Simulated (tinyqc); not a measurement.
Ewald sum of point charges, bcc lattice in a neutralising background, step by step. Computed by tinyqc, a small Python program that keeps every step. Command: `OMP_NUM_THREADS=1 python tinyqc.py 28774 28775 out.jsonl` (the two numbers bound the seeds that draw the settings). One thread of a shared host (Intel(R) Xeon(R) Processor @ 2.60GHz), about 0.03 s of CPU time with the checks.

## Ewald sum with eta = 0.477 1/bohr

cell vectors (rows) (bohr):
```
[[7.3500, 0.0000, 0.0000],
 [0.0000, 7.3500, 0.0000],
 [0.0000, 0.0000, 7.3500]]
```

Charges:
```
q           f1      f2      f3
1.0000  0.0000  0.0000  0.0000
1.0000  0.5000  0.5000  0.5000
```

Real space: 1/2 sum q_i q_j erfc(eta r)/r over all images with r > 0; reciprocal space: (2 pi/V) sum_(G != 0) exp(-G^2/4 eta^2)/G^2 |S(G)|^2 with S(G) = sum q exp(i G.r); self term -eta/sqrt(pi) sum q^2; background -pi Q^2/(2 V eta^2), Q the total charge.

Real-space shells (first ones):
```
r (bohr)  pairs  sum (hartree)
6.3653       16       2.21e-05
7.3500       12       5.81e-07
10.3945      24              0
12.1886      48              0
```

Reciprocal shells (first ones that count):
```
G^2 (1/bohr^2)  vectors  sum (hartree)
1.4616               12         0.1043
2.9231                6         0.0052
4.3847               24         0.0028
5.8462               12       2.11e-04
7.3078               24       6.77e-05
8.7693                8       3.77e-06
10.2309              48       3.90e-06
11.6924               6       8.55e-08
13.1540              36       9.16e-08
14.6155              24       1.10e-08
16.0771              24       2.01e-09
17.5387              24       3.70e-10
```

## The total does not depend on eta

The same sums for other eta.

Totals (hartree per cell):
```
eta         real  reciprocal     self  background      total
0.4770  2.26e-05      0.1126  -0.5382     -0.0695  -0.495134
0.7170  1.37e-10      0.3447  -0.8090     -0.0308  -0.495134
0.9280         0      0.5704  -1.0471     -0.0184  -0.495134
```

shortest distance = 6.3653 bohr
